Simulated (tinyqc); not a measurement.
Special k points of the bcc lattice, step by step. Values are carried at full precision from step to step, so a last printed digit may differ when a step is redone from the rounded ones.

Lattice vectors in units of a: a1 = (-1/2, 1/2, 1/2), a2 = (1/2, -1/2, 1/2), a3 = (1/2, 1/2, -1/2); reciprocal vectors b_i with a_i . b_j = 2 pi delta_ij. Mesh: k = sum_i f_i b_i with f_i = (2 j_i + shift)/(2 N), j_i = 0 .. N-1. The point group of the lattice has 48 operations; only those that map the mesh onto itself are used.

Parameters, chosen for this exercise:

| symbol | value | unit | meaning |
|---|---|---|---|
| N | 5 |  | points along each reciprocal vector |
| shift | 1 |  | half steps |
| D | 2.95 | eV | half gap term |
| t | 0.61 | eV | coupling |
| e0 | 2 | eV | offset |

## Irreducible points and weights

Join points that an operation carries into one another (modulo reciprocal vectors); list each class by its first point in the order of (j1, j2, ...).

Irreducible points:

| f1 | f2 | f3 | weight |
|---|---|---|---|
| 0.1000 | 0.1000 | 0.1000 | 8 |
| 0.1000 | 0.1000 | 0.3000 | 24 |
| 0.1000 | 0.1000 | 0.9000 | 6 |
| 0.1000 | 0.3000 | 0.3000 | 8 |
| 0.1000 | 0.3000 | 0.7000 | 24 |
| 0.1000 | 0.5000 | 0.5000 | 12 |
| 0.1000 | 0.5000 | 0.7000 | 24 |
| 0.3000 | 0.3000 | 0.7000 | 6 |
| 0.3000 | 0.5000 | 0.5000 | 12 |
| 0.5000 | 0.5000 | 0.5000 | 1 |

operations that keep the mesh = 48
irreducible points = 10

The weights add up to 125 = N^3; symmetry saves a factor 12.5.

## Which stars the mesh integrates

A_m(k) = sum over the m-th star of lattice vectors R of cos(k . R), stars in order of length: m = 1: |R|^2 = 0.75, 8 vectors, such as (1, 1, 1) in the basis a_i; m = 2: |R|^2 = 1, 6 vectors, such as (1, 1, 0) in the basis a_i; m = 3: |R|^2 = 2, 12 vectors, such as (2, 1, 1) in the basis a_i; m = 4: |R|^2 = 2.75, 24 vectors, such as (2, 2, 1) in the basis a_i; m = 5: |R|^2 = 3, 8 vectors, such as (2, 2, 2) in the basis a_i; m = 6: |R|^2 = 4, 6 vectors, such as (2, 2, 0) in the basis a_i. The zone mean of every A_m is zero.

Lattice vectors in units of a: a1 = (-1/2, 1/2, 1/2), a2 = (1/2, -1/2, 1/2), a3 = (1/2, 1/2, -1/2); f are fractions of the reciprocal vectors. Evaluate the first six A_m at each irreducible point (k . R = 2 pi sum f_i n_i) and form the weighted means.

A_m at the points:
```
       m=1     m=2     m=3      m=4     m=5     m=6
1    4.236   1.854   1.146   -4.854   0.236  -4.854
2    0.618  -2.618   0.618   -3.472   1.618  -0.382
3    6.472   4.618   6.472   10.472   2.472   2.382
4   -0.236  -4.854   7.854    1.854  -4.236   1.854
5    2.000   1.000  -3.000   -4.000  -2.000   1.000
6   -0.764  -1.236  -3.854    3.236   5.236   3.236
7   -1.618  -0.382  -1.618    5.472  -0.618  -2.618
8   -2.472   2.382  -2.472    1.528  -6.472   4.618
9   -5.236   3.236   2.854   -1.236   0.764  -1.236
10  -8.000   6.000  12.000  -24.000   8.000   6.000
```

weighted means: m=1 0.000, m=2 0.000, m=3 0.000, m=4 0.000, m=5 0.000, m=6 0.000

All six means vanish: the mesh is exact for functions whose Fourier series ends within these stars.

## A zone average from the irreducible points

Test function, the lower band of a two-band insulator: E(k) = -sqrt(D^2 + (e0 - t A_1(k))^2).

Lattice vectors in units of a: a1 = (-1/2, 1/2, 1/2), a2 = (1/2, -1/2, 1/2), a3 = (1/2, 1/2, -1/2). Evaluate E at each point and take the weighted mean; the reference uses the unshifted mesh with N = 24.

E at the points (eV): -3.0073  -3.3670  -3.5351  -3.6468  -3.0514  -3.8450  -4.1982  -4.5835  -5.9733  -7.4858

weighted mean = -3.8564 eV
reference mean = -3.8566 eV

The error is +0.23 meV with 10 points.

## Checks

- Weighted mean over irreducible points against the plain mean over the whole mesh (eV): both -3.856369.
- Reference mean against a mesh of N = 30 (eV): both -3.8566.

tinyqc: `OMP_NUM_THREADS=1 python tinyqc.py 1682706 1682707 out.jsonl`; about 0.1 s, one thread, shared Intel(R) Xeon(R) Processor @ 2.30GHz.
